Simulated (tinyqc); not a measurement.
Defect, radiative and Auger recombination at equal electron and hole densities (ABC model): sweeps and comparisons. A value that a table varies takes the place of the one given here.

J/(e d) = Ae n + B n^2 + C n^3 with Ae = A + 4 S/w (four side walls, carriers spread evenly), e = 1.602176634e-19 C, lengths in cm; internal efficiency IQE = B n^2/(Ae n + B n^2 + C n^3); all injected carriers recombine in the layer.

Inputs chosen for the exercise (orders of magnitude like those quoted for Ge; shifted at random, so the results belong to these values and not to a real crystal):
```
symbol  value    unit        meaning
A       350000   1/s         defect rate
B       9.5e-14  cm^3/s      radiative coefficient
C       1.4e-31  cm^6/s      Auger coefficient
S       0        cm/s        recombination velocity of the side walls
w       7.5      micrometre  side of the square mesa
d       760      nm          active thickness
S2      96       cm/s        recombination velocity of the side walls in this comparison
J       430      A/cm^2      current density
```

## Efficiency against current

The slope is d ln(B n^2)/d ln J = 2 (Ae + B n + C n^2)/(Ae + 2 B n + 3 C n^2).

Results:
```
J (A/cm^2),n (1/cm^3),IQE,slope,differential lifetime (ns)
0.020,4.69e+15,0.00127,1.997,2.85e+03
0.070,1.64e+16,0.00442,1.991,2.83e+03
0.20,4.63e+16,0.0124,1.972,2.78e+03
1.0,2.18e+17,0.0548,1.835,2.43e+03
4.0,6.84e+17,0.135,1.421,1.48e+03
20,1.74e+18,0.176,0.961,510
70,3.01e+18,0.150,0.805,211
2.0e+02,4.52e+18,0.118,0.744,102
1.0e+03,8.05e+18,0.0750,0.700,34.3
4.0e+03,1.30e+19,0.0489,0.684,13.5
```

IQE peaks at 0.177 for J = 16.4 A/cm^2, where the slope passes 1. It is 0.00127 at the lowest current and 0.0489 at the highest, a droop of 72 %. The slope runs from 2.00 to 0.68; its limits are 2 (defects alone), 1 (radiation alone) and 2/3 (Auger alone).

## Shrinking the mesa

S = S2; w takes the values listed.

Results:
```
w (micrometre),Ae (1/s),IQE_max,J at the peak (A/cm^2),IQE at J
200,3.69e+05,0.173,17.7,0.0958
100,3.88e+05,0.169,19.0,0.0955
50,4.27e+05,0.163,21.7,0.0951
20,5.42e+05,0.147,30.4,0.0938
10,7.34e+05,0.129,47.0,0.0916
5,1.12e+06,0.107,86.2,0.0873
2,2.27e+06,0.0777,241,0.0751
1,4.19e+06,0.0584,593,0.0576
```

The walls equal the bulk defect rate at w = 4 S/A = 11 micrometre. From 200 to 1 micrometre the peak efficiency falls from 0.173 to 0.0584 and moves to a current 33.6 times higher; at the fixed J the efficiency goes from 0.0958 to 0.0576. For large w diffusion to the walls, left out here, would limit the loss.

## Spreading the carriers over a thicker layer

d is multiplied by the factor listed, at the same J.

Results:
```
factor,n (1/cm^3),defect,radiative,Auger
0.10,1.33e+19,0.0132,0.0478,0.939
0.20,1.05e+19,0.0208,0.0594,0.920
0.50,7.64e+18,0.0379,0.0785,0.884
1.0,5.97e+18,0.0592,0.0960,0.845
2.0,4.64e+18,0.0920,0.116,0.792
5.0,3.27e+18,0.162,0.144,0.694
10,2.46e+18,0.244,0.163,0.593
20,1.81e+18,0.358,0.175,0.467
```

The best factor listed is 20 (IQE 0.1754); the optimum factor equals J/J_peak = 26.3, a layer of 2e+04 nm, since only J/d matters and the peak value 0.177 does not depend on d. A thicker layer trades Auger loss (0.939 to 0.467) for defect loss (0.0132 to 0.358).

## What moves the efficiency

IQE_max = Q/(Q + 2) with Q = B/sqrt(Ae C), reached at n = sqrt(Ae/C). Each row changes one parameter from the base and keeps the others.

Results:
```
case,n (1/cm^3),IQE,IQE_max,J at the peak (A/cm^2)
base,5.973e+18,0.09598,0.1767,16.4
A = 700000 1/s,5.846e+18,0.09195,0.1317,43.9
B = 1.42e-13 cm^3/s,5.873e+18,0.1387,0.2429,17.8
C = 2.8e-31 cm^6/s,4.823e+18,0.06258,0.1317,11.0
d = 1520 nm,4.640e+18,0.1158,0.1767,32.7
J = 1290 A/cm^2,8.803e+18,0.06949,0.1767,16.4
```

The largest shifts from the base row, up to three for each result and ties (the steps differ in size, so this ranks the rows, not the parameters). n (1/cm^3): J +2.83e+18, d -1.33e+18, C -1.15e+18. IQE: B +0.0427, C -0.0334, J -0.0265. IQE_max: B +0.0662, A -0.0449, C -0.0449; unchanged at the printed digits by d and J. J at the peak (A/cm^2): A +27.5, d +16.4, C -5.39; unchanged at the printed digits by J.

(tinyqc, `OMP_NUM_THREADS=1 python tinyqc.py 1681771 1681772 out.jsonl`, Intel(R) Xeon(R) Processor @ 2.30GHz, 1 thread, shared host, about 0.01 s.)
